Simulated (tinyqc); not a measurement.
MOS capacitor with interface traps: C-V stretch-out, conductance peak and subthreshold swing: one step, computed by the program tinyqc.

Energies at the interface are counted from the valence band. psi > 0 means bending towards depletion, so the surface potential is -psi. Boltzmann statistics, full ionisation, no quantum confinement. Traps are neutral when filled up to E_n, with a sharp (zero-temperature) occupation.

Problem. Charges at the given band bending. With u = psi/k_B T and r = (n_i/N)^2: F = sqrt(exp(-u) + u - 1 + r (exp(u) - u - 1)); Q_s = +sign(u) sqrt(2) eps_s eps_0 (k_B T/e) F/L_D; C_s = (eps_s eps_0/(sqrt(2) L_D)) |1 - exp(-u) + r (exp(u) - 1)|/F; at high frequency, below strong inversion, the terms in r are dropped. D(E) = D_0 + D_1 [exp(-E/w) + exp(-(E_g - E)/w)]. E_F at the interface is E_s = E_F - psi; Q_it = -e int from E_n to E_s of D(E) dE; C_it = e D(E_s) (per volt); V_G = phi_ms - psi - (Q_s + Q_it + e N_f)/C_ox.

Inputs (values chosen for the exercise, for a model semiconductor):

| quantity | value | unit |
|---|---|---|
| gap E_g | 1.24 | eV |
| dielectric constant eps_s | 12.6 | - |
| doping N | 4.5e+17 | cm^-3 |
| work-function difference phi_ms | -0.69 | V |
| fixed charge N_f | 2.5e+10 | cm^-2 |
| trap density D_0 | 1.1e+11 | cm^-2 eV^-1 |
| neutrality level E_n | 0.629 | eV |
| band bending towards depletion psi | 0.49 | V |
| temperature T | 200 | K |
| edge density D_1 | 1.1e+12 | cm^-2 eV^-1 |
| tail width w | 0.067 | eV |

Substrate: n-type. Trap spectrum: U-shaped.

k_B T = 0.01723467 eV

n_i = 2749.619 cm^-3

Debye length L_D = 5.164159 nm

bulk E_F = 1.177218 eV

C_ox = 0.6279915 microF/cm^2

Constants: eps_0 = 8.8541878128e-12 F/m; e = 1.602176634e-19 C.

Give: E_s; Q_s; C_s; C_s at high frequency; D(E_s); Q_it; C_it; gate voltage V_G.

Solution.

E_s = 0.68722 eV

Q_s = 0.27578 microC/cm^2

C_s = 0.29166 microF/cm^2

C_s at high frequency = 0.29166 microF/cm^2

D(E_s) = 1.1033e+11 cm^-2 eV^-1

Q_it = -0.0010284 microC/cm^2

C_it = 0.017676 microF/cm^2

gate voltage V_G = -1.6239 V

The traps hold negative charge because E_s lies above E_n. Caution: traps deeper than about 24 k_B T and minority carriers reach equilibrium slowly or not at all, so the charges here are limits for very slow sweeps.
